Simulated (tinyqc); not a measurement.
Inside a calculation. Model: surface potential of a MOS transistor: implicit equation and explicit approximations.

Numbers from tinyqc (`OMP_NUM_THREADS=1 python tinyqc.py 2122240 2122241 out.jsonl`; about 0.01 s on one thread of a shared Intel Xeon 2.30GHz). Printed values are rounded.

p-type body, charge-sheet picture, depletion and inversion only, full ionisation (an idealisation for deep acceptors), Boltzmann statistics (rough once Na exp(x - xn) passes about Nc/7). In units of Vt: xg = (Vg - Vfb)/Vt, x = psi/Vt, G = gamma/sqrt(Vt), xn = (2 phiF + Vc)/Vt. The implicit equation is (xg - x)^2 = G^2 [x - 1 + exp(x - xn)] for x above about 3. Cox = eps0 eox/tox.

Parameters, values chosen for the exercise; band and dielectric values close to those of germanium: temperature T = 400 K; band gap Eg = 0.647 eV; relative permittivity eps_r = 16; conduction-band density of states at T Nc = 1.57e19 cm^-3; valence-band density of states at T Nv = 9.27e18 cm^-3; relative permittivity of the gate insulator (close to silicon dioxide) eox = 3.9; insulator thickness tox = 12 nm; acceptor density Na = 8.5e17 cm^-3; flat-band voltage Vfb = -0.32 V; channel-body voltage Vc = 1 V; gate-body voltage Vg = 3.83 V.

Constants: q = 1.602176634e-19 C, kB = 1.380649e-23 J/K, Vt = kB T/q, eps0 = 8.8541878128e-14 F/cm where lengths are in cm. Results are converted to the units shown.

## Scales

ni = sqrt(Nc Nv) exp(-Eg/(2 Vt)), Eg in volts; phiF = Vt ln(Na/ni); gamma = sqrt(2 q eps0 eps_r Na)/Cox; VT = Vfb + Vt (xn + G sqrt(xn - 1)).

phiF = 0.232062 V
gamma = 2.15865 V^0.5
G = 11.6269
xn = 42.4761
VT = 3.72518 V
xg = 120.397

## Explicit approximation

Depletion value a = 1 + [sqrt(G^2/4 + xg - 1) - G/2]^2; inversion value b = xn + ln[(xg - xn)^2/G^2 - xn + 1] and first guess y = min(a, b) - ln(1 + exp(-|a - b|)) if a > xn + 1, else b = y = a; one second-order correction with D = exp(y - xn), p = 2 (xg - y) + G^2 (1 + D), w = (xg - y)^2 - G^2 (y - 1 + D): z = y + 2 w/(p + sqrt(p^2 - 2 (2 - G^2 D) w)), or the Newton step z = y + w/p where the root is not real.

a = 44.0816
b = 43.7108
y = 43.1860
p = 564.529
w = -16.3364
z = 43.1568

The root of the implicit equation is x = 43.1568; y misses it by 0.029 and z by -2.0e-6, in units of Vt.

## Starting value

x = y rounded to two decimals.

x at the start = 43.19

## Iteration 1: new x

D = exp(x - xn), f = (xg - x)^2 - G^2 (x - 1 + D), f' = -2 (xg - x) - G^2 (1 + D), x(new) = x - f/f'.

D = 2.04190
f = -18.6211
f' = -565.635
x after iteration 1 = 43.1571

## Iteration 2: new x

As before.

D = 1.97577
f = -0.146867
f' = -556.761
x after iteration 2 = 43.1568

## Course of the iteration

Stop when the step is below 1e-11, or after 60 iterations.

Course of the iteration:
```
iteration,x before the step,step
1,43.19,-0.0329
2,43.1571,-2.64e-4
3,43.1568,-1.66e-8
4,43.1568,0
```

Converged in 4 iterations.

## Potential, charges and gate control

converged x = 43.1568

psi = Vt x; N_dep = Cox Vt G sqrt(x - 1)/q; N_inv = (Cox Vt G/q) [sqrt(x - 1 + exp(x - xn)) - sqrt(x - 1)]; dpsi/dVg = 1/[1 + G^2 (1 + exp(x - xn))/(2 (xg - x))].

psi = 1.48759 V
N_dep = 4.67363e12 cm^-2
N_inv = 1.0824e11 cm^-2
dpsi/dVg = 0.277497

psi lies 0.68 Vt above 2 phiF + Vc.
